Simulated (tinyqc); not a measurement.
Changing the filling n per spin orbital: Stoner model of a band magnet at zero temperature. Computed by tinyqc, a small Python program. Command: `OMP_NUM_THREADS=1 python tinyqc.py 3009139 3009140 out.jsonl stoner sweep`. One thread of a shared host (Intel(R) Xeon(R) Processor @ 2.30GHz), about 0.03 s of CPU time with the checks.

Five orbitals per spin share one band; u = (E - E_bottom)/W runs from 0 to 1, and the states per spin, atom and energy are g = 5 d(u)/W with d = (3/2) sqrt(u). N(u) is the integral of d from 0. The moment m = n_up - n_down (electrons per atom) moves the fillings to n +/- m/10; the energy is E(m) = E_band(m) - I m^2/4.

Inputs (values chosen for the exercise, for a model d band):
```
quantity                 value  unit
band width W               6.7    eV
Stoner parameter I        0.87    eV
start moment m0           0.44  mu_B
largest number of steps    600     -
```

Density of states: free-electron (square root).

Method. Solve N(u_F) = n; g_F = 5 d(u_F)/W; the Stoner product is I g_F. Split the bands by Delta = I m, find the common Fermi level that keeps 10 n electrons, and read m(out) = 5 [N(u + Delta/(2W)) - N(u - Delta/(2W))], N clipped to 0 and 1. Start from m0 (at most 0.9 m_max, m_max = 10 min(n, 1 - n)); stop when m changes by less than 1e-8; moments under 1e-5 count as 0.

One run for each value:
```
filling n per spin orbital  moment m (mu_B)  Stoner product I g_F  g_F (1/eV)
0.08                                      0                0.4196       0.482
0.16                                      0                0.5287       0.608
0.25                                      0                0.6135       0.705
0.33                                      0                0.6730       0.774
0.42                                      0                0.7293       0.838
0.58                                      0                0.8122       0.934
0.67                                      0                0.8522       0.980
0.75                                      0                0.8848       1.017
0.84                                      0                0.9189       1.056
0.92                                      0                0.9472       1.089
```

Over the rows, moment m (mu_B) does not change; Stoner product I g_F rises from 0.420 to 0.947 (exponent d ln y / d ln x about 0.33 throughout); g_F (1/eV) rises from 0.482 to 1.09 (exponent d ln y / d ln x about 0.33 throughout). Rows at saturation, m = 10 min(n, 1 - n): 0 of 10. The filling sets I g_F through the shape of the band. Left out: 0.500 (half filling).

Extremes, crossings and ranges named in words are read from the listed rows.
